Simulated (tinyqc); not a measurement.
The basis set: RHF and MP2 along a ladder of basis sets, for H3+, spin multiplicity 1. Computed by the program tinyqc with PySCF. Command: `OMP_NUM_THREADS=1 python tinyqc.py 111533 111534 out.jsonl`; one thread of a shared host (Intel(R) Xeon(R) Processor @ 2.60GHz), about 0.7 s.

Geometry (angstrom):
```
atom       x       y       z
H     0.0000  0.0000  0.0000
H     0.0000  0.0000  0.7630
H     0.0000  0.6600  0.3810
```

Same geometry throughout; the dipole is taken about the origin.

RHF and frozen-core MP2 in a ladder of bases:
```
basis        functions  E(RHF) (hartree)  E(MP2 corr) (hartree)  HOMO (eV)  LUMO (eV)  dipole (debye)
sto-3g               3         -1.192598              -0.015434   -35.8353     0.8448          2.1147
3-21g                6         -1.261558              -0.021133   -35.4614    -4.0771          2.1147
6-31g                6         -1.266255              -0.020951   -35.5082    -4.2837          2.1147
6-31g**             15         -1.284040              -0.030058   -35.4729    -4.2498          2.1146
cc-pvdz             15         -1.275163              -0.027534   -35.4443    -4.6055          2.1146
aug-cc-pvdz         27         -1.275944              -0.028081   -35.4369    -4.9621          2.1146
cc-pvtz             42         -1.288057              -0.033559   -35.5017    -4.7484          2.1146
```

From cc-pVDZ to cc-pVTZ the RHF energy falls by 12.9 mhartree and the correlation energy by 6.0. If valence correlation converges as X^-3, (27 E(T) - 8 E(D))/19 gives -0.0361 hartree, a rough estimate from such small X that usually falls short; STO-3G holds about 43 % of it. Beyond STO-3G the LUMO moves by 0.9 eV and the HOMO by 0.1 eV.
